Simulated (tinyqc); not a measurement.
From results back to parameters: two-level Kane dispersion of a narrow-gap semiconductor. Four cases, with inputs chosen for the exercise.

Problem. In the two-level Kane model E = Eg/2 + sqrt(Eg^2/4 + (2/3) Ep c k^2), c = hbar^2/2m0, and the momentum mass is m(k) = (3/(2 Ep)) sqrt(Eg^2 + (8/3) Ep c k^2). It is given at the Fermi wave vectors kF = (3 pi^2 n)^(1/3) of two densities (1 cm^-3 = 1e-24 angstrom^-3).

Constants: hbar^2/2m0 = 3.80998211 eV angstrom^2.

Find: kF^2; Ep; edge mass; |Eg|.

Method. m^2 = m0*^2 + (6 c/Ep) kF^2 is a straight line in kF^2: the slope gives Ep, the intercept the edge mass, and |Eg| = (2/3) Ep m0*. The sign of Eg does not enter. The two-level form takes Dso as infinite, which overstates the mass where Dso is not large against Eg.

Case 1.

Values chosen (out of a larger set: near those of InAs; not measured data): n12 = (8.9e+15, 2.5e+18) cm^-3 (two densities).

masses at the two densities (m0): 0.03057554  0.05234909

Solution.

kF^2 (1/angstrom^2): 4.1103e-05  0.0017630

Ep = 21.8 eV
edge mass = 0.02986 m0
|Eg| = 0.434 eV

Case 2.

Values chosen (out of a larger set: near those of InAs; not measured data): n12 = (1.3e+16, 1.1e+18) cm^-3 (two densities).

masses at the two densities (m0): 0.03066508  0.04458641

Solution.

kF^2 (1/angstrom^2): 5.2915e-05  0.0010199

Ep = 21.1 eV
edge mass = 0.02972 m0
|Eg| = 0.418 eV

Case 3.

Values chosen (out of a larger set: a gap close to zero; not measured data): n12 = (1.9e+15, 2.7e+18) cm^-3 (two densities).

masses at the two densities (m0): 0.00631844  0.04798608

Solution.

kF^2 (1/angstrom^2): 1.4682e-05  0.0018558

Ep = 18.6 eV
edge mass = 0.00468 m0
|Eg| = 0.058 eV

Case 4.

Values chosen (out of a larger set: near those of InSb; not measured data): n12 = (5.7e+15, 2.7e+18) cm^-3 (two densities).

masses at the two densities (m0): 0.01558780  0.04451403

Solution.

kF^2 (1/angstrom^2): 3.0540e-05  0.0018558

Ep = 24.0 eV
edge mass = 0.01463 m0
|Eg| = 0.234 eV

Computed by tinyqc, one run a case: `OMP_NUM_THREADS=1 python tinyqc.py N N+1 out.jsonl` with N = 1050545, 1050554, 1050558, 1050592; one thread of a shared Intel(R) Xeon(R) Processor @ 2.30GHz, about 0.01 s a run at most.
